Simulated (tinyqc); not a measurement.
Reflectance at normal incidence against thickness.

Normal incidence on air, film (n1) and substrate (N2 = n2 - i k2): r01 = (1 - n1)/(1 + n1), r12 = (n1 - N2)/(n1 + N2), amplitude (r01 + r12 X)/(1 + r01 r12 X), X = exp(-4 pi i n1 d/lam), R its squared modulus, phase from 0 to 360 degrees.

Inputs (values chosen for the exercise): wavelength lam = 800 nm; index of the transparent film n1 = 1.647; index of the substrate n2 = 3.692; extinction coefficient of the substrate k2 = 0.0065.

Result of one run:
```
d (nm),R (%),phase of the reflected amplitude (degrees)
150,7.846,274.5
```

What becomes of these results when the film thickness d is changed from 150 to 0 nm, all else the same?

Result of the changed run:
```
d (nm),R (%),phase of the reflected amplitude (degrees)
0,32.92,179.9
```

The whole series:
```
d (nm),R (%),phase of the reflected amplitude (degrees)
0,32.92,179.9
30,29.75,156.1
60,20.71,128.6
90,8.811,90.17
120,2.352,5.758
150,7.846,274.5
180,19.67,234.3
210,29.16,206.2
240,32.89,182.2
```

R goes from 32.9 through a minimum of 2.35 (at d = 120 nm among the rows listed) to 32.9 %. At a quarter wave, d = 121 nm, R = 2.34 %; for a transparent substrate it would vanish for n1 = sqrt(n2) = 1.92.

tinyqc, about 0.3 s, one thread, Intel Xeon 2.30GHz (shared host): `OMP_NUM_THREADS=1 python tinyqc.py 2870132 2870133 out.jsonl`
